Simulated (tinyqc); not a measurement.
# Changing the background doping N_B (opposite type)

Model: sheet resistance and Hall data of a diffused or implanted layer. Computed by tinyqc, a small Python program. Command: `OMP_NUM_THREADS=1 python tinyqc.py 3002655 3002656 out.jsonl layer sweep`. One thread of a shared host (Intel(R) Xeon(R) Processor @ 2.30GHz), about 0.01 s of CPU time with the checks.

Carriers are taken equal to the net active doping down to the junction (full ionisation, which deep dopants in wide-gap hosts do not reach; no spill-over, no depletion), and the Hall factor is 1.

Inputs (values chosen for the exercise, modelled on donors in germanium):
```
quantity                  value        unit
mu_min                      308  cm^2/(V s)
mu_max                     3940  cm^2/(V s)
N_ref                   1.1e+17      1/cm^3
exponent alpha             0.54           -
peak concentration N_0  2.2e+17      1/cm^3
length scale l               81          nm
```

Profile: Gaussian at the surface. Activation: complete.

Constants: e = 1.602176634e-19 C.

Method:
- N(x) = N_0 exp(-x^2/l^2), dose N_0 l sqrt(pi)/2, junction x_j = l sqrt(ln(N_0/N_B)).
- Mobility mu = mu_min + (mu_max - mu_min)/(1 + (N_t/N_ref)^alpha), N_t = active doping + N_B; carriers n = active doping - N_B, all dopants active.
- Integrals from x_0 (0 unless stated) to x_j by the midpoint rule on 400 even intervals: 1/R_s = e int n mu dx; sheet density n_s = int n dx; Hall sheet density (int n mu dx)^2/int n mu^2 dx; Hall mobility int n mu^2 dx/int n mu dx.
- Mean conductivity 1/(R_s x_j); mean mobility 1/(e n_s R_s).

One run for each value; columns: (1) background doping N_B (opposite type) (1/cm^3); (2) sheet resistance R_s (ohm); (3) junction depth x_j (nm); (4) mean conductivity 1/(R_s x_j) (S/cm); (5) mean mobility (cm^2/(V s)):
```
(1)        (2)    (3)    (4)   (5)
1.00e+14  1958  224.7  22.73  2022
2.20e+14  1963  212.9  23.93  2020
4.70e+14  1972  200.9  25.24  2017
1.00e+15  1991  188.1  26.70  2011
2.20e+15  2031  173.8  28.32  1999
4.70e+15  2109  158.9  29.85  1978
1.00e+16  2268  142.4  30.96  1943
2.20e+16  2635  122.9  30.87  1882
```

Over the rows, sheet resistance R_s (ohm) rises from 1960 to 2640 (exponent d ln y / d ln x 0.0032 between the first rows and 0.19 between the last); junction depth x_j (nm) falls from 225 to 123 (exponent d ln y / d ln x -0.069 between the first rows and -0.19 between the last); mean conductivity 1/(R_s x_j) (S/cm) goes from 22.7 through a maximum among these rows, 31.0 at 1.00e16, to 30.9. x_j shrinks by a factor 1.83 and R_s grows by 1.35; over the first half of the table x_j shrinks by 1.29 and R_s grows by 1.04: the tail carries little current.

Caution (all rows): the layer is not thick against surface and junction depletion widths, which remove carriers that this model counts.

Extremes, crossings and ranges named in words are read from the listed rows.
